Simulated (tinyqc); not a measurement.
# Two coupled magnetic layers: synthetic antiferromagnet, spin flop, exchange bias and magnetoresistance, step by step

A worked calculation. Computed by tinyqc, a small Python program that keeps every step. Command: `OMP_NUM_THREADS=1 python tinyqc.py 3016657 3016658 out.jsonl saf walk`. One thread of a shared host (Intel(R) Xeon(R) Processor @ 2.30GHz), about 0.3 s of CPU time with the checks. Intermediate numbers are printed to about 5 digits and carried at full precision; extremes and crossings named in words are read from the listed rows.

Moments lie in the plane at the angles p1, p2 from the field. Energy per area: E = J1 cos(p1 - p2) + J2 cos^2(p1 - p2) - B M_s (t1 cos p1 + t2 cos p2) + K (t1 cos^2 p1 + t2 cos^2 p2).

Inputs (values chosen for the exercise, for a model stack): saturation magnetisation M_s = 1310 kA/m; thickness t1 = 4 nm; thickness t2 = 2.2 nm; antiferromagnetic coupling J1 = 1.3 mJ/m^2; biquadratic coupling J2 = 0.019 mJ/m^2; in-plane anisotropy K = 1.5 kJ/m^3; field over the saturation field = 0.67; spin polarisation P1 = 0.71; spin polarisation P2 = 0.51; resistance-area product, parallel = 5.9 ohm micrometre^2; exchange-bias energy J_ex = 0.036 mJ/m^2.

Field direction: along the hard axis.

## Saturation field

The parallel state is stable while the Hessian at p1 = p2 = 0 is positive: with c = J1 + 2 J2 and u = B M_s - 2K, (u t1 - c)(u t2 - c) > c^2, so B_sat M_s = c (1/t1 + 1/t2) + 2K. B_K = 2K/M_s.

exchange field c (1/t1 + 1/t2)/M_s = 719.60 mT

B_K = 2.2901 mT

saturation field B_sat = 721.89 mT

applied field B = 483.67 mT

## Equilibrium at the field B

The lowest minimum of E over both angles (from five starts; of two mirror images the one with p1 >= 0, and for equal layers |p1| <= |p2|).

p1 = 30.549 degrees

p2 = -67.230 degrees

m/m_sat along B = 0.69294

energy = -2.8928 mJ/m^2

The moments are canted, 97.8 degrees apart.

## Tunnel magnetoresistance against a free layer along B

Julliere: TMR = 2 P1 P2/(1 - P1 P2). Conductance G(theta) = G0 (1 + P1 P2 cos theta), so RA(theta) = RA_P (1 + P1 P2)/(1 + P1 P2 cos theta); theta = p2 for the layer next to the barrier.

TMR = 113.53 %

RA, antiparallel = 12.598 ohm micrometre^2

RA at this field = 7.0486 ohm micrometre^2

## Pinning of a single layer

A layer t1 on an antiferromagnet is shifted by B_ex = J_ex/(M_s t1).

bias field, single layer = 6.8702 mT

## Pinning of the pair

A rigid antiparallel pair has the net moment M_s (t1 - t2), so the same J_ex holds it up to J_ex/(M_s (t1 - t2)).

bias field, rigid pair = 15.267 mT

## Magnetisation curve

The formulas are those given above.

Equilibrium states:
```
B/B_sat  B (mT)  p1 (degrees)  p2 (degrees)  m/m_sat
0.02      14.44         0.000       -180.00   0.2903
0.06      43.31         0.000       -180.00   0.2903
0.12      86.63         0.000       -180.00   0.2903
0.20     144.38         0.000       -180.00   0.2903
0.30     216.57        20.272       -141.79   0.3264
0.45     324.85        32.981       -100.70   0.4753
0.60     433.14        32.508        -76.89   0.6246
0.80     577.52        24.705        -49.39   0.8171
0.95     685.80        12.620        -23.40   0.9552
1.10     794.08         0.000          0.00   1.0000
```

The collinear state is the lowest in 4 row(s), with m/m_sat = (t1 - t2)/(t1 + t2) = 0.290; then the moments are canted and close at B_sat. The largest gap between m/m_sat and B/B_sat in the canted rows is 0.026.

Checks made by the program: the energy against a grid over both angles (relative difference 6e-07).
